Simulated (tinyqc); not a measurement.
## A and C from the efficiency peak

Problem. ABC model of an LED: J = q da (A n + Ba n^2 + Ca n^3), IQE = Ba n^2/(A n + Ba n^2 + Ca n^3), differential lifetime 1/(A + 2 Ba n + 3 Ca n^2). The peak lies at n = sqrt(A/Ca). Given Ba, find n at the peak, A and Ca.

Values chosen for this exercise: radiative coefficient of the active layer Ba = 4.5e-11 cm^3/s; thickness of the active layer da = 40 nm.

Constants: q = 1.602176634e-19 C. Results are converted to the units shown.

peak IQE = 85.776530 %
J at the peak = 0.55649039 A/cm^2

Solution. IQE J = q da Ba n^2 gives n. At the peak A n = Ca n^3, each being half of the non-radiative rate Ba n^2 (1/IQE - 1).

n at the peak = 1.287e17 cm^-3
A = 4.800e5 1/s
Ca = 2.900e-29 cm^6/s

Numbers from tinyqc (`OMP_NUM_THREADS=1 python tinyqc.py 2300012 2300013 out.jsonl`; about 0.01 s on one thread of a shared Intel Xeon 2.30GHz).
